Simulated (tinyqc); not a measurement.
# Electron mobility in a silicon inversion layer, empirical terms and Matthiessen rule: effect of the interlayer thickness

Inversion layer of sheet density Ns on a uniformly doped body, under a high-permittivity gate with an interlayer. The mobility terms are empirical power laws with prefactors chosen for the exercise; adding their inverses (Matthiessen) is itself an approximation.

ni = sqrt(Nc Nv) exp(-Eg/(2 Vt)), Eg in volts; Ndep = sqrt(2 eps0 eps_r Nb (2 Vt ln(Nb/ni) + Vsb)/q); E = q (Ndep + eta Ns)/(eps0 eps_r), in MV/cm. With t = T/(300 K): muC = Ac (Ns/1e12 cm^-2) t/(Nb/1e17 cm^-3 + Nit/1e11 cm^-2), muP = Ap E^(-1/3) t^(-1.75), muS = As E^(-gs), muR = Ar exp(2 ti/lr)/t; 1/mu is the sum of the inverses.

Parameters, values chosen for the exercise; material values close to those of silicon:
```
symbol,value,unit,meaning
T,400,K,temperature
Eg,1.14,eV,band gap
eps_r,11.5,,relative permittivity of the semiconductor
Nc,4.39e19,cm^-3,conduction-band density of states at T
Nv,4.02e19,cm^-3,valence-band density of states at T
Nb,6.3e17,cm^-3,body doping
Vsb,0,V,reverse body bias
eta,0.5,,weight of the inversion charge in the effective field
Ap,430,cm^2/(V s),phonon-limited mobility at 1 MV/cm and 300 K
As,1020,cm^2/(V s),roughness-limited mobility at 1 MV/cm
gs,2,,exponent of the roughness term
Ac,3500,cm^2/(V s),Coulomb prefactor
Nit,1.1e12,cm^-2,charge at the interface
Ar,270,cm^2/(V s),remote-phonon mobility without interlayer
lr,0.6,nm,decay length of remote phonons
Ns,1.8e12,cm^-2,inversion density
```

Constants: q = 1.602176634e-19 C, kB = 1.380649e-23 J/K, Vt = kB T/q, eps0 = 8.8541878128e-14 F/cm where lengths are in cm. Results are converted to the units shown.

The same in every row: E (MV/cm) = 0.5522; muC (cm^2/(V s)) = 485.5; muP (cm^2/(V s)) = 316.8; muS (cm^2/(V s)) = 3345.

Result of one run:
```
muR (cm^2/(V s))  mu (cm^2/(V s))
394.4                       124.2
```

Which interlayer thickness ti gave this result: 0.2, 0.6, 1 or 1.4 nm?

ti = 0.2 nm.

The whole series:
```
ti (nm)  muR (cm^2/(V s))  mu (cm^2/(V s))
0.2                 394.4            124.2
0.4                 768.2            146.7
0.6                  1496            161.7
0.8                  2914            170.7
1                    5676            175.7
1.2               1.106e4            178.4
1.4               2.153e4            179.8
1.6               4.194e4            180.5
1.8               8.169e4            180.9
```

As ti goes from 0.2 to 1.8 nm, E stays at 0.552 MV/cm and mu rises from 124 to 181 cm^2/(V s). The phonon term is the smallest in the first and the last row.

Numbers from tinyqc (`OMP_NUM_THREADS=1 python tinyqc.py 2510106 2510107 out.jsonl`; about 0.01 s on one thread of a shared Intel Xeon 2.30GHz).
